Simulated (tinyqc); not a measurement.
Inside a calculation. Model: hot electrons in a saturated n-channel MOSFET, lucky-electron model.

Program tinyqc, `OMP_NUM_THREADS=1 python tinyqc.py 2550006 2550007 out.jsonl`; Intel Xeon 2.30GHz, shared host, one thread, about 0.01 s. Printed values are rounded.

Beyond pinch-off the lateral field grows as Esat cosh(y/l) over the velocity-saturated region (pseudo-two-dimensional model). Impact ionisation in this region gives the substrate current, which biases the body forward through Rsub. Currents are per width. Local-field laws: they overstate ionisation when the field peak is narrower than an energy relaxation length.

Values chosen for this exercise; values close to those of silicon n-channel devices: channel length L = 0.35 um; oxide thickness tox = 8.5 nm; junction depth xj = 130 nm; threshold VT = 0.52 V; effective mobility mu = 300 cm^2/(V s); saturation velocity vs = 9.3e6 cm/s; ionisation prefactor Ai = 2e6 1/cm; ionisation field Bi = 1.73 MV/cm; resistance of the lightly doped drain Rd = 0 ohm um; substrate resistance Rsub = 9400 ohm um; fall of VT per volt of forward body bias kb = 0.43; hot-electron mean free path lm = 7.5 nm; oxide barrier pb = 3.2 V; prefactor of the gate current Cg = 0.0014; lifetime exponent m = 2.9; lifetime constant Hl = 5400 s uA/um; drain voltage Vd = 2.7 V; gate voltage Vg = 2 V.

Constants: eps0 = 8.8541878128e-14 F/cm where lengths are in cm. Results are converted to the units shown.

## Length and field scales

Cox = 3.9 eps0/tox, l = sqrt(3 tox xj), Esat = 2 vs/mu.

Cox = 0.406251 uF/cm^2
l = 57.5760 nm
Esat = 0.062 MV/cm
Esat L = 2.17 V

## Iteration 1: body bias from the substrate current

Vb at the start = 0 V

Cox = 3.9 eps0/tox. Overdrive g = Vg - VT + kb Vb; Vdsat = g Esat L/(g + Esat L); Id = Cox vs (g - Vdsat); dV = Vd - Id Rd - Vdsat; Em = sqrt((dV/l)^2 + Esat^2); Isub = Id (Ai/Bi) l Em exp(-Bi/Em). Vb(new) = Rsub Isub.

Vdsat = 0.879890 V
Id = 226.729 uA/um
dV = 1.82011 V
Em = 0.322145 MV/cm
Isub = 2.26213 uA/um
Vb after iteration 1 = 0.0212640 V

## Iteration 2: body bias from the substrate current

As before.

Vdsat = 0.883114 V
Id = 228.966 uA/um
dV = 1.81689 V
Em = 0.321596 MV/cm
Isub = 2.25972 uA/um
Vb after iteration 2 = 0.0212413 V

## Course of the iteration: body bias from the substrate current

Stop when Vb changes by less than 1e-9 V, or after 60 iterations.

Course of the iteration:
```
iteration     Vb (V)  |change| (V)
1          0.0212640        0.0213
2          0.0212413       2.26e-5
3          0.0212414       2.47e-8
4          0.0212414      2.68e-11
```

Converged in 4 iterations. At the end each change is about 0.0011 times the one before, with alternating sign: linear convergence.

## Gate current, lifetime and channel shortening

Id = 228.964 uA/um
dV = 1.81689 V
Em = 0.321596 MV/cm
Isub = 2.25972 uA/um

Ig = Cg Id exp(-pb/(lm Em)); lifetime tau = (Hl/Id)(Isub/Id)^(-m); length of the saturated region dL = l ln[(dV/l + Em)/Esat]. 1 year = 3.15576e7 s.

Isub/Id = 0.00986933
Ig = 0.554686 pA/um
tau = 0.489879 years
dL = 134.146 nm

The lifetime misses ten years. Integrating Ai exp(-Bi/E) over the cosh profile gives Isub/Id = 0.00872, so the closed form is 13 % above it.
